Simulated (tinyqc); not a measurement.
Anisotropic elasticity and sound waves of a cubic crystal: one step, computed by the program tinyqc.

Voigt order 1..6 = xx, yy, zz, yz, xz, xy, with engineering shear strains. The rotated frame has x' as named, z' along the wafer normal and y' = z' x x'.

Problem. Stiffness in the rotated frame. C'_ijkl = C12 delta_ij delta_kl + C44 (delta_ik delta_jl + delta_il delta_jk) - H sum_m a_im a_jm a_km a_lm.

Inputs (values chosen for the exercise, for a model crystal): C12 = 36.3 GPa; C44 = 38.1 GPa.

Frame: (001) wafer, x' along [210].

H = 42.4 GPa

direction cosines a (rows x', y', z' in the cube axes):
```
            x         y         z
x'   0.894427  0.447214  0.000000
y'  -0.447214  0.894427  0.000000
z'   0.000000  0.000000  1.000000
```

Give: C'.

Solution.

C' (GPa):
```
        1        2       3       4       5        6
1  83.668   22.732  36.300   0.000   0.000   10.176
2  22.732   83.668  36.300   0.000   0.000  -10.176
3  36.300   36.300  70.100   0.000   0.000    0.000
4   0.000    0.000   0.000  38.100   0.000    0.000
5   0.000    0.000   0.000   0.000  38.100    0.000
6  10.176  -10.176   0.000   0.000   0.000   24.532
```

Normal stress couples to shear strain in this frame.
